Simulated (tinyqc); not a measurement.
Mesh size and shift: special k points of the fcc lattice.

Lattice vectors in units of a: a1 = (0, 1/2, 1/2), a2 = (1/2, 0, 1/2), a3 = (1/2, 1/2, 0); reciprocal vectors b_i with a_i . b_j = 2 pi delta_ij. Mesh: k = sum_i f_i b_i with f_i = (2 j_i + shift)/(2 N), j_i = 0 .. N-1. The point group of the lattice has 48 operations; only those that map the mesh onto itself are used.

A_m(k) = sum over the m-th star of lattice vectors R of cos(k . R), stars in order of length: m = 1: |R|^2 = 0.5, 12 vectors, such as (1, 0, 0) in the basis a_i; m = 2: |R|^2 = 1, 6 vectors, such as (1, 1, -1) in the basis a_i; m = 3: |R|^2 = 1.5, 24 vectors, such as (2, 0, -1) in the basis a_i; m = 4: |R|^2 = 2, 12 vectors, such as (2, 0, 0) in the basis a_i; m = 5: |R|^2 = 2.5, 24 vectors, such as (2, 1, -1) in the basis a_i; m = 6: |R|^2 = 3, 8 vectors, such as (3, -1, -1) in the basis a_i. The zone mean of every A_m is zero.

Test function, the lower band of a two-band insulator: E(k) = -sqrt(D^2 + (e0 - t A_1(k))^2).
Values chosen for the exercise: D = 1.82 eV (half gap term); t = 0.17 eV (coupling); e0 = 0.72 eV (offset).

Errors of the mean of E against the unshifted mesh with N = 24. The fifth column is |R|^2 of the shortest star with a non-zero mean.

Meshes:
```
mesh       points  irreducible  operations  |R|^2 missed  error (meV)
1 Gamma         1            1          48          0.50     -209.782
1 shifted       1            1          12          1.00       81.263
2 Gamma         8            3          48          2.00      -82.216
2 shifted       8            2          12          4.00       -2.270
3 Gamma        27            4          48          4.50        1.164
3 shifted      27            6          12          9.00        0.089
4 Gamma        64            8          48          8.00        0.113
4 shifted      64           10          12         16.00       -0.004
5 Gamma       125           10          48         12.50       -0.023
5 shifted     125           19          12           >16        0.000
6 Gamma       216           16          48           >16        0.002
6 shifted     216           28          12           >16        0.000
```

reference mean = -2.03851 eV

What can be read from this table?

The shifted mesh has the smaller error for 6 of 6 values of N and the larger for 0. The cheapest mesh within 1 meV is 3 shifted, with 6 irreducible points. A mesh misses the lattice vectors N (n1 a1 + n2 a2 + ...); the half shift gives each the sign (-1)^(n1 + n2 + ...), so the 12 shortest ones add up to 0 in place of 12: they cancel. The shift lowers the symmetry; it leaves more irreducible points for N = 3, 4, 5 and 6; it leaves fewer irreducible points for N = 2.

(tinyqc, `OMP_NUM_THREADS=1 python tinyqc.py 1680964 1680965 out.jsonl`, Intel(R) Xeon(R) Processor @ 2.30GHz, 1 thread, shared host, about 0.1 s.)
